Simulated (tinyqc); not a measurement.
Avrami exponent and activation energy from three anneals.

Question. Isothermal crystallisation follows X = 1 - exp(-(k t)^n) with k proportional to exp(-Ec q/(kB T)). Find n, k at both temperatures and Ec.

Constants: q = 1.602176634e-19 C, kB = 1.380649e-23 J/K. Results are converted to the units shown.

X at (407 K, 1100 s), (407 K, 2200 s) and (427 K, 32 s): 0.36731708  0.72605120  0.51689626

Solution. -ln(1 - X) = (k t)^n: the two times give n, and the two rates give Ec.

n = 1.500
k at 407 K = 5.400e-4 1/s
k at 427 K = 0.02528 1/s
Ec = 2.880 eV

Computed by the program tinyqc: `OMP_NUM_THREADS=1 python tinyqc.py 2490146 2490147 out.jsonl`, one thread of a shared Intel Xeon 2.30GHz, about 0.04 s for the whole run.
